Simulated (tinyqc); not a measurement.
Pillar capacitor in an array: capacitance, non-linearity, leakage and relaxation: one step of the calculation.

A film between two metal electrodes, each interface adding a series capacitance ci. The small-signal permittivity is ek (1 + aq E^2); the field is found with the linear permittivity. Leakage J = J0 sinh(E/Ef). After a voltage step the film passes a relaxation current kr C V tt^(-nr), tt being the time in seconds. The sidewall is a coaxial capacitor with radii a = dm/2 and b = dm/2 + t, depth AR dm; the end face is left out.

Problem. Cell capacitance, fields and time constant. Per length 1/c = ln(b/a)/(2 pi eps0 ek) + (1/a + 1/b)/(2 pi ci); cell capacitance c AR dm; per footprint over pt^2; fields c V/(2 pi eps0 ek r) at r = a and b; resistance of the inner electrode rho AR dm/(pi a^2); time constant R C/3 of the distributed line.

Inputs (values chosen for the exercise); permittivity of the order of that of zirconium oxide:
- ek = 36.7 (relative permittivity of the film)
- t = 25 nm (film thickness)
- ci = 270 uF/cm^2 (capacitance of each electrode interface (dead layer and screening))
- V = 2.4 V (bias)
- dm = 250 nm (diameter of the pillar)
- AR = 50 (aspect ratio, depth over diameter)
- pt = 460 nm (pitch of the square array)
- rho = 200 uohm cm (resistivity of the inner electrode)

Constants: eps0 = 8.8541878128e-14 F/cm where lengths are in cm. Results are converted to the units shown.

Wanted: a; b; cell capacitance; capacitance per footprint; field at a; field at b; R; R C/3.

Solution.

a = 125.0 nm
b = 150.0 nm
cell capacitance = 138.6 fF
capacitance per footprint = 65.52 uF/cm^2
field at a = 1.043 MV/cm
field at b = 0.8692 MV/cm
R = 0.5093 kohm
R C/3 = 23.54 ps

The array gives 50.9 times the planar capacitance per footprint; curvature makes the field at the inner electrode 1.10 times the planar value.

Program tinyqc, `OMP_NUM_THREADS=1 python tinyqc.py 2102179 2102180 out.jsonl`; Intel Xeon 2.30GHz, shared host, one thread, about 0.01 s.
